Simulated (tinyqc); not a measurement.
Length of a molecular wire: coherent transport through a tight-binding bridge. Computed by the program tinyqc. 

A uniform bridge between two chains:
```
parameter,value
site energy (eV),0.090000
hopping in the bridge (eV),0.690000
lead hopping (eV),2.150000
couplings (eV),"0.55, 0.77"
E (eV),-0.460000
```

T = Gamma_L Gamma_R |G_1n|^2 with the self-energies of semi-infinite chains.

Transmission against length:
```
sites,T,ln T
2,7.0318e-01,-0.3521
3,2.4307e-01,-1.4144
4,5.5520e-01,-0.5884
5,4.4140e-01,-0.8178
6,2.5350e-01,-1.3724
7,8.4117e-01,-0.1730
8,3.0577e-01,-1.1849
9,3.1389e-01,-1.1587
10,8.1989e-01,-0.1986
```

E lies inside the band of the bridge (|E - e|/2h = 0.399 < 1): T does not decay but oscillates with length, between 0.243 and 0.841 here, as levels of the bridge pass E.
